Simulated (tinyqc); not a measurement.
Towards Landau levels: square lattice in a magnetic field (Harper-Hofstadter model).

Landau gauge, lattice period 1: the magnetic cell has q sites j = 0 to q - 1 along x. H_jj = -2 ty cos(ky + 2 pi p j/q), H_(j,j+1) = -tx, and the bond from q - 1 back to 0 is H_(q-1,0) = -tx exp(i q kx). The levels depend on k only through cos(q kx) and cos(q ky), so the band edges lie at (0, 0) and (pi/q, pi/q).

Parameters, chosen for this exercise: tx = 1 meV (hopping along x); ty = 1 meV (hopping along y).

Flux 1/Q. Near the bottom of the band the mass gives hbar wc = 4 pi sqrt(tx ty)/Q and E_0 = -2 (tx + ty) + hbar wc/2. For each Q, p = 1 and q = Q.

Lowest band (meV):

| Q | centre | width | E_0 | spacing to band 2 | hbar wc |
|---|---|---|---|---|---|
| 3 | -2.3660 | 0.732 | -1.9056 | 2.3660 | 4.1888 |
| 4 | -2.7208 | 0.215 | -2.4292 | 2.1796 | 3.1416 |
| 5 | -2.9343 | 0.0643 | -2.7434 | 1.8090 | 2.5133 |
| 6 | -3.0860 | 0.0192 | -2.9528 | 1.5826 | 2.0944 |
| 8 | -3.2898 | 0.00171 | -3.2146 | 1.2775 | 1.5708 |
| 12 | -3.5100 | 1.39e-05 | -3.4764 | 0.9152 | 1.0472 |
| 20 | -3.6980 | 9.97e-10 | -3.6858 | 0.5802 | 0.6283 |

What can be read from this table?

The width falls from 0.732 to 1e-09 meV, by a factor 3.30 for each unit of Q at the end, so the band turns into a flat level. Its centre lies -0.460 meV from E_0 at Q = 3 and -0.012 meV at Q = 20; the spacing reaches 92 % of hbar wc, the shortfall coming from the non-parabolic band.

(tinyqc, `OMP_NUM_THREADS=1 python tinyqc.py 1281615 1281616 out.jsonl`, Intel(R) Xeon(R) Processor @ 2.30GHz, 1 thread, shared host, about 0.04 s.)
